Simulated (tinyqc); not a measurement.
Transient enhanced diffusion after implantation: plus-n interstitials, dissolving clusters and loss to the surface: one step, computed by the program tinyqc. Command: `OMP_NUM_THREADS=1 python tinyqc.py 3030462 3030463 out.jsonl ted walk`. One thread of a shared host (Intel(R) Xeon(R) Processor @ 2.30GHz), about 0.01 s of CPU time with the checks.

The implant leaves n Q interstitials in clusters at depth R_p. While clusters last they hold the free interstitials at a supersaturation S = C_I/C_I*; interstitials drain to the surface, and the part f_I of the dopant diffusion that uses interstitials speeds up in proportion to S.

Problem. Duration and total effect at this temperature. The clusters last tau = n Q/J. If they dissolve fully at this T, the extra budget is (D/D* - 1) D* tau.

Inputs (values chosen for the exercise, modelled on indium in silicon): implant dose Q = 9.2e+13 1/cm^2; interstitials kept per ion n = 1.2; anneal (peak) temperature T = 800 C.

Anneal: isothermal.

flux J = 4.993537e+11 1/(cm^2 s)

enhancement D/D* = 2580.187

equilibrium diffusivity D* = 7.962216e-18 cm^2/s

Give: duration tau; extra budget if complete.

Solution.

duration tau = 221.1 s

extra budget if complete = 4.540e-12 cm^2
